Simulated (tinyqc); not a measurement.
Trap density by the high-low method.

Inverse problem. In depletion, where minority carriers are negligible, a MOS capacitor has 1/C_LF = 1/Cox + 1/(Cd + q Dit) and 1/C_HF = 1/Cox + 1/Cd. Find Cd and Dit.

Constants: q = 1.602176634e-19 C. Results are converted to the units shown.

Cox, C_LF, C_HF (uF/cm^2): 0.31981326  0.20182094  0.19240114

Solution. Removing Cox from each series combination leaves Cd + q Dit and Cd; their difference over q is Dit.

Cd = 0.4829 uF/cm^2
Dit = 4.000e11 cm^-2 eV^-1

Program tinyqc, `OMP_NUM_THREADS=1 python tinyqc.py 2060028 2060029 out.jsonl`; Intel Xeon 2.30GHz, shared host, one thread, about 0.01 s.
